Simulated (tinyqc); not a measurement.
# MOS inversion layer, Poisson-Schroedinger loop: effects of single changes

Electrons confined at an insulator interface at z = 0, treated as a hard wall; parabolic valleys, Hartree approximation, no image or exchange terms. The depletion charge lies far deeper than the electrons and gives a uniform field q Nd/(eps0 eps_r); the gate balances all charge. Energies are counted from the band edge at the interface.

Parameters, values chosen for the exercise; masses and permittivity close to those of silicon (110):
```
symbol   value   unit                                     meaning
T          300      K                                 temperature
eps_r     11.8                              relative permittivity
mz1      0.318     m0  mass along z of valley set A (4 valley(s))
md1      0.326     m0    in-plane density-of-states mass of set A
mz2      0.193     m0  mass along z of valley set B (2 valley(s))
md2      0.411     m0    in-plane density-of-states mass of set B
Ns      9.8e11  cm^-2                  sheet density of electrons
Nd        2e12  cm^-2           sheet density of depletion charge
dE        0.05     eV               extra shift of set B (strain)
```

Constants: q = 1.602176634e-19 C, kB = 1.380649e-23 J/K, hbar = 1.054571817e-34 J s, m0 = 9.1093837015e-31 kg, Vt = kB T/q, eps0 = 8.8541878128e-14 F/cm where lengths are in cm, hbar^2/(2 m0) = 0.0380998212 eV nm^2. Results are converted to the units shown.

Each table varies one quantity; the others keep the values above.

## Effect of the sheet density of electrons

Schroedinger equation -(C/mz) psi'' + (V0 + U + dE for set B) psi = E psi, C = hbar^2/(2 m0), psi(0) = 0, on a uniform mesh of 800 nodes with a far wall at 22 nm, 8 levels a set; V0 = q Nd z/(eps0 eps_r); dU/dz = q (Ns - integral of n from 0 to z)/(eps0 eps_r), U(0) = 0; N_k = g md m0 q Vt/(pi hbar^2) ln(1 + exp((EF - E_k)/Vt)), g the number of valleys of the set, sum N_k = Ns. Triangular well: E_k = a_k (C F^2/mz)^(1/3), a_1 = 2.338107, a_2 = 4.087949, C = hbar^2/(2 m0), F in eV/nm. Fang-Howard (all electrons in the lowest level of set A): b^3 = 6 (mz1/C) q (Nd + 11 Ns/32)/(eps0 eps_r), centroid 3/b, level C b^2/(4 mz1) + (3/b) q (Nd + 11 Ns/16)/(eps0 eps_r). The centroid adds 3.9 z_av/eps_r to an oxide-equivalent thickness.

Effect of the sheet density of electrons:
```
Ns (cm^-2),A1 (meV),B1 (meV),EF (meV),share of A1 (%),share of set A (%),centroid z_av (nm),added oxide equivalent (nm),Fang-Howard centroid (nm)
1e11,116,186,-14.1,92.4,96.1,2.53,0.837,2.59
2.1e11,119,190,8.30,92.5,96.1,2.51,0.831,2.57
4.5e11,125,197,34.9,92.7,96.2,2.48,0.818,2.54
9.7e11,139,212,69.1,93.0,96.3,2.40,0.794,2.47
2.1e12,167,242,118,93.7,96.5,2.27,0.750,2.35
4.4e12,219,298,191,94.6,96.7,2.07,0.685,2.16
9.4e12,315,402,312,95.7,97.1,1.81,0.597,1.89
2e13,482,584,510,96.7,97.5,1.51,0.500,1.58
```

Read the table: what changes, and by how much?

As Ns goes from 1e11 to 2e13, A1 rises from 116 to 482 meV, the share of A1 rises from 92.4 to 96.7 % and the centroid falls from 2.53 to 1.51 nm. A1 goes as Ns^(0.56) between the last two rows (a triangular well in the field of that charge alone gives 2/3). EF lies more than 2 meV above A1 for Ns = 2e13. The Fang-Howard centroid is 2.1 % above the full one in the first row, where A1 holds 92.4 %, and 4.6 % above it in the last, where A1 holds 96.7 %.

## Effect of the sheet density of depletion charge

Schroedinger equation -(C/mz) psi'' + (V0 + U + dE for set B) psi = E psi, C = hbar^2/(2 m0), psi(0) = 0, on a uniform mesh of 800 nodes with a far wall at 78 nm, 8 levels a set; V0 = q Nd z/(eps0 eps_r); dU/dz = q (Ns - integral of n from 0 to z)/(eps0 eps_r), U(0) = 0; N_k = g md m0 q Vt/(pi hbar^2) ln(1 + exp((EF - E_k)/Vt)), g the number of valleys of the set, sum N_k = Ns.

Results:
```
Nd (cm^-2),A1 (meV),B1 (meV),EF (meV),share of A1 (%),share of set A (%),centroid z_av (nm),added oxide equivalent (nm),Fang-Howard centroid (nm)
1e11,67.3,127,-15.3,57.7,94.1,7.07,2.34,4.32
3.1e11,76.1,137,-2.23,67.7,94.5,4.98,1.65,3.79
5.3e11,85.2,148,9.67,75.3,94.8,4.01,1.32,3.44
9.4e11,101,167,28.9,84.1,95.3,3.17,1.05,3.02
1.6e12,126,196,55.2,90.9,95.9,2.60,0.858,2.63
2.9e12,168,247,99.2,95.6,96.9,2.12,0.700,2.21
5e12,228,317,159,97.8,98.0,1.78,0.587,1.87
```

Estimate the missing row, Nd = 1.7e11 cm^-2.

Computed row:
```
Nd (cm^-2),A1 (meV),B1 (meV),EF (meV),share of A1 (%),share of set A (%),centroid z_av (nm),added oxide equivalent (nm),Fang-Howard centroid (nm)
1.7e11,70.2,130,-10.7,61.4,94.3,6.14,2.03,4.11
```

With this row back in the table: As Nd goes from 1e11 to 5e12, A1 rises from 67.3 to 228 meV, the share of A1 rises from 57.7 to 97.8 % and the centroid falls from 7.07 to 1.78 nm. A1 goes as Nd^(0.56) between the last two rows (a triangular well in the field of that charge alone gives 2/3). The Fang-Howard centroid is 39 % below the full one in the first row, where A1 holds 57.7 %, and 5.6 % above it in the last, where A1 holds 97.8 %. For Nd = 1e11, 1.7e11 the eighth level of a set still holds over 0.4 % of the electrons, so more levels and a farther wall would raise the centroid.

tinyqc, about 0.8 s, one thread, Intel Xeon 2.30GHz (shared host): `OMP_NUM_THREADS=1 python tinyqc.py 2160064 2160065 out.jsonl`
